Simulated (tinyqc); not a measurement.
Optical transitions of a finite quantum well: sweeps and comparisons. A value that a table varies takes the place of the one given here.

Each carrier sees a square well of width L with its own depth V and masses m (inside), mb (outside); c = hbar^2/2m0, k = sqrt(m E/c), kappa = sqrt(mb (V - E)/c), and level n solves k L + 2 atan[(k/m)/(kappa/mb)] = n pi. The envelope is cos(kz) for odd n and sin(kz) for even n inside, joins exp(-kappa (|z| - L/2)) outside, and is normalised to 1. Excitons and band mixing are left out.

Constants: hbar^2/2m0 = 3.80998211 eV angstrom^2; e^2/(4 pi eps0) = 14.39964547 eV angstrom; hc = 1239.841984 eV nm.

Values chosen for the exercise (near those of an InGaAs well in InP; the results hold for these values, not for the real material): L = 192 angstrom (well width); Vc = 0.259 eV (conduction offset); me = 0.0401 m0 (electron, well); meb = 0.0814 m0 (electron, barrier); eps = 11.6 (background dielectric constant); Nss = (0.056, 0.14, 0.28, 0.56, 0.84, 1.1, 1.7) x 1e12/cm^2 (sheet densities); Eg = 0.8 eV (gap of the well); Vv = 0.368 eV (valence offset); mh = 0.362 m0 (heavy hole along z, well); mhb = 0.539 m0 (heavy hole, barrier); ml = 0.0509 m0 (light hole along z, well); mlb = 0.1223 m0 (light hole, barrier); Ls = (40, 52, 66, 77, 106, 131, 192) angstrom (widths).

## Depolarisation shift

The collective line lies at E12 sqrt(1 + a), a = 8 pi q (n1 - n2) S/(eps E12), q = e^2/(4 pi eps0), S = integral over z of (integral up to z of psi_1 psi_2)^2. Zero temperature with the mass me in both subbands: n1 - n2 = Ns until Ns reaches D E12, D = me/(2 pi c), and D E12 beyond. 1e12/cm^2 = 1e-4/angstrom^2; exchange and the static band bending by the charge are left out.

Line position:
```
Ns (1e12/cm^2),n1 - n2,a,line (meV),shift (meV)
0.056,0.056,0.0511,48.30,1.19
0.14,0.140,0.1277,50.03,2.92
0.28,0.280,0.2554,52.78,5.67
0.56,0.560,0.5108,57.90,10.79
0.84,0.789,0.7198,61.78,14.67
1.1,0.789,0.7198,61.78,14.67
1.7,0.789,0.7198,61.78,14.67
```

S = 13.773 angstrom
E12 = 47.11 meV

How do the results move?

The upward shift grows from 1.19 to 14.67 meV, 31.1 % of E12 at most. It stops moving once e2 starts to fill, at Ns = 0.79 e12/cm^2. For small a the shift is a E12/2, linear in Ns; in the last row that rule gives 16.95 meV. S/L = 0.0717, against 5/(9 pi^2) = 0.0563 for hard walls.

## Width of the well

Edge wavelength hc/(Eg + e1 + hh1), squared e1-hh1 overlap, lh1 - hh1, and the 1-2 intersubband energy with f_12 = (m1/c) E12 z_12^2, 1/m1 = <1|1/m|1> (dash: e2 unbound).

Results:
```
L (angstrom),edge (nm),overlap^2,lh1 - hh1 (meV),E12 (meV),f_12
40,1308.5,0.8331,75.0,-,-
52,1361.5,0.8719,59.4,-,-
66,1403.8,0.9003,46.4,184.4,0.705
77,1427.8,0.9159,38.8,165.1,0.932
106,1468.6,0.9421,25.9,113.5,0.973
131,1489.3,0.9556,19.3,84.4,0.969
192,1515.8,0.9737,10.8,47.1,0.963
```

How do the results move?

The edge tunes from 1309 to 1516 nm, towards hc/Eg = 1550 nm, while the overlap goes from 0.833 to 0.974. e2 binds at L = pi sqrt(c/(me Vc)) = 60.2 angstrom; f_12 starts from zero there and is 0.705 at 66 angstrom, the rest going to the continuum; among the widths listed it peaks at 0.973 (106 angstrom) and is 0.963 in the widest well, against 0.961 for hard walls.

## What each parameter does

Edge wavelength hc/(Eg + e1 + hh1), squared overlap of e1 and hh1, and the confinement energies. Each row changes one parameter from the base and keeps the others.

Results:
```
case,edge (nm),overlap^2,e1 (meV),hh1 (meV)
base,1515.8,0.9737,15.5,2.5
L = 211 angstrom,1520.5,0.9771,13.3,2.1
Eg = 0.816 eV,1486.7,0.9737,15.5,2.5
Vc = 0.298 eV,1514.9,0.9775,16.0,2.5
Vv = 0.442 eV,1515.7,0.9719,15.5,2.5
me = 0.0441 m0,1517.3,0.9777,14.6,2.5
mh = 0.416 m0,1516.3,0.9714,15.5,2.2
meb = 0.0977 m0,1516.8,0.9708,14.9,2.5
```

How do the results move?

The largest shifts from the base row, up to three for each result and ties (the steps differ in size, so this ranks the rows, not the parameters). edge (nm): Eg -29.1, L +4.7, me +1.6. overlap^2: me +0.0040, Vc +0.0038, L +0.0034; unchanged at the printed digits by Eg. e1 (meV): L -2.1, me -0.8, meb -0.6; unchanged at the printed digits by Eg, Vv and mh. hh1 (meV): L -0.4, mh -0.3; unchanged at the printed digits by Eg, Vc, Vv, me and meb.

tinyqc: `OMP_NUM_THREADS=1 python tinyqc.py 1250858 1250859 out.jsonl`; about 0.06 s, one thread, shared Intel(R) Xeon(R) Processor @ 2.30GHz.
